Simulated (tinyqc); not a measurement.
# Double-gate transistor below threshold, two-dimensional Poisson equation on a small mesh: several studies

Half of a symmetric double-gate structure: row 0 is the mid-plane of the body, where the normal field vanishes. Mobile charge is neglected (subthreshold), the body is fully depleted, and potentials are counted from the intrinsic level; rows run upward to the gate, columns from source to drain.

Inputs (values chosen for the exercise); semiconductor permittivity made up:
- T = 300 K (temperature)
- eps_r = 13.1 (relative permittivity of the semiconductor)
- eox = 9 (relative permittivity of the insulator)
- tb = 3 nm (half the body thickness)
- tox = 3 nm (insulator thickness)
- L = 27 nm (channel length)
- Na = 5.2e17 cm^-3 (acceptor density of the depleted body)
- Vbi = 0.56 V (potential of the source)
- Vfb = -0.1 V (gate offset)
- Vg = 0 V (gate voltage)
- Vd = 0.5 V (drain voltage)

Constants: q = 1.602176634e-19 C, kB = 1.380649e-23 J/K, Vt = kB T/q, eps0 = 8.8541878128e-14 F/cm where lengths are in cm. Results are converted to the units shown.

Each table varies one quantity; the others keep the values above.

## Refining the mesh

The mesh has 2 c steps in the semiconductor (rows from 0 up to the interface), c steps in the insulator and 8 c along the channel, each uniform. Box integration, divided by eps0: up_i = eps hy/h of the interval above row i, dn_i = that of the interval below (0 for row 0), lat_i = (sum of eps h/2 over the intervals above and below)/hy, s_i = -q Na w_i hy/eps0 with w_i the semiconductor height of the box (hs/2 for row 0 and the interface row, hs between, 0 in the insulator). Each free node obeys (up + dn + 2 lat) psi = up psi(above) + dn psi(below) + lat [psi(left) + psi(right)] + s. Fixed values: gate row Vg - Vfb; column 0 at Vbi and the last column at Vbi + Vd in the semiconductor, each running linearly to Vg - Vfb across the insulator. The system is solved directly; psi is read on row 0 at mid-channel.

Refining the mesh:
```
c   unknowns  psi at mid-channel (V)  d psi/dVg
1         21                  0.1710     0.8840
2         90                  0.1612     0.8976
3        207                  0.1594     0.9001
4        372                  0.1588     0.9010
6        846                  0.1583     0.9016
8       1512                  0.1582     0.9018
12      3420                  0.1580     0.9020
```

psi at mid-channel goes from 0.1710 V on the coarsest mesh to 0.1580 V on the finest, a difference of 13 mV. d psi/dVg changes by 0.014 from c = 1 to 2, by 0.0034 from 2 to 4 and by 8.5e-4 from 4 to 8, a ratio of 4.0 between the last two, near the 4 of a second-order scheme.

## Choice of the relaxation factor

Mesh: rows i = 0..3 in the semiconductor (step hs = tb/3, row 3 on the interface), then 2 step(s) ho = tox/2 up to the gate row 5; columns j = 0..6 (step hy = L/6). Sweeps go row by row from row 0, left to right, psi(new) = psi + omega (t - psi) with t the value that solves the node equation for the newest neighbours; free nodes start at zero; stop when the largest change is below 1e-7 V.

Results:
```
omega  sweeps
1         181
1.1       149
1.2       123
1.3        99
1.4        78
1.6        34
1.7        44
1.8        69
1.9       142
```

Estimate the missing row, omega = 1.5.

Computed row:
```
omega  sweeps
1.5        58
```

With this row back in the table: Gauss-Seidel (omega = 1) takes 181 sweeps; the fewest, 34, are at omega = 1.6, and omega = 1.9 takes 142. The Jacobi matrix of this mesh has spectral radius rho = 0.9659, so theory puts the best factor at 2/(1 + sqrt(1 - rho^2)) = 1.59.

## Effect of half the body thickness

Mesh: rows i = 0..12 in the semiconductor (step hs = tb/12, row 12 on the interface), then 8 step(s) ho = tox/8 up to the gate row 20; columns j = 0..80 (step hy = L/80). The system is solved directly. On row 0 the minimum of psi and its place come from a parabola through the three lowest nodes; barrier = Vbi - minimum, swing = Vt ln 10/(d psi/dVg), DIBL = (d psi/dVd)/(d psi/dVg) there. Lambda = pi/k with k the smallest positive root of tan(k tox) tan(k tb) = eox/eps_r.

Effect of half the body thickness:
```
tb (nm)  L/Lambda  barrier (V)  place y/L  swing (mV/decade)  DIBL (mV/V)
1.2         2.901       0.4499     0.4598              60.93        7.656
1.6         2.618       0.4428     0.4556              61.80        12.42
2.1         2.342       0.4317     0.4504              63.19        20.01
2.8         2.051       0.4124     0.4436              65.66        33.55
3.6         1.804       0.3867     0.4359              69.24        52.99
4.8         1.536       0.3437     0.4244              76.09        89.80
```

As tb goes from 1.2 to 4.8 nm, the barrier falls from 0.450 to 0.344 V, the swing rises from 60.9 to 76.1 mV a decade and DIBL rises from 7.66 to 89.8 mV/V; the ideal swing is 59.5. L/Lambda goes from 2.9 to 1.5. For tb = 1.2 to 2.1 nm the body is under 5 nm thick, where quantum confinement matters.

Computed by the program tinyqc: `OMP_NUM_THREADS=1 python tinyqc.py 2480137 2480138 out.jsonl`, one thread of a shared Intel Xeon 2.30GHz, about 0.2 s for the whole run.
